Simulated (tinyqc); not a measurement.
Voltage acceleration of oxide breakdown, four models on the same data: one step of the calculation.

Field E = V/tox in MV/cm. Models: ln(t63/1 s) = a - c X with X = E (E model), -1/E (1/E model), ln V (power law, c the exponent n) or sqrt(E).

Task. Fitting the models. The three stress times were made with the power model, c = 30.1, and are treated as data. For each model fit ln t63 on X by least squares over the three points.

Values chosen for this exercise:
- tox = 2 nm (oxide thickness)

```
stress,V (V),t63 (s)
0,1.91,39060
1,2.18,730
2,2.55,6.516
```

Wanted: c; a; largest misfit in ln t63 (0: below 0.002).

Result.

```
model,c,a,largest misfit in ln t63 (0: below 0.002)
E,2.7083,36.319,0.20506
1/E,331.09,-23.991,0.20849
power,30.100,30.051,0.00000
sqrt E,18.081,66.390,0.10319
```

The worst misfit of any model is 0.21 in ln t63, a factor of 1.23 in time, comparable to the scatter of t63 from small samples, so such data hardly tell the models apart.

Range of the model: All four laws are empirical fits; none is established far below the stress range.

Program tinyqc, `OMP_NUM_THREADS=1 python tinyqc.py 2070171 2070172 out.jsonl`; Intel Xeon 2.30GHz, shared host, one thread, about 0.01 s.
